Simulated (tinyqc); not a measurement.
Charge control and current of a heterostructure field-effect transistor: one step, computed by the program tinyqc.

Two subbands in a triangular well; E_F is counted from the conduction band edge of the channel at the interface.

Problem. Saturation current. With V = e n_s/C_g and V_c = v_s L/mu: for v = mu F up to v_s, I/W = C_g v_s V_c (sqrt(1 + (V/V_c)^2) - 1) and V_Dsat = V + V_c - sqrt(V^2 + V_c^2); g_m = dI/dV; extrinsic g_m/(1 + g_m R_S); f_T = g_m/(2 pi C_g L).

Inputs (values chosen for the exercise, modelled on AlGaAs/GaAs):
```
quantity                                value        unit
permittivity eps (barrier and channel)   12.4           -
conduction band offset dE_c              0.23          eV
mobility mu                              5600  cm^2/(V s)
saturation velocity v_s                   1.3    1e7 cm/s
gate length L                            1000          nm
source resistance R_S                       0      ohm mm
temperature T                             400           K
spacer between delta layer and channel    3.3          nm
```

Charge source: delta doping. Velocity law: two-piece.

sheet density n_s = 3.998648e+12 1/cm^2

gate capacitance C_g = 0.3030683 microfarad/cm^2

Constants: e = 1.602176634e-19 C.

Give: V; V_c; V_Dsat; saturation current I/W; intrinsic g_m; extrinsic g_m; intrinsic f_T.

Solution.

V = 2.114 V

V_c = 0.2321 V

V_Dsat = 0.2194 V

saturation current I/W = 746.4 mA/mm

intrinsic g_m = 391.6 mS/mm

extrinsic g_m = 391.6 mS/mm

intrinsic f_T = 20.57 GHz

V/V_c = 9.11: velocity saturation rules; I is 90 % of e n_s v_s = 833 mA/mm. Caution: E_F lies above the conduction band minimum of the barrier, so electrons would spill into the barrier.
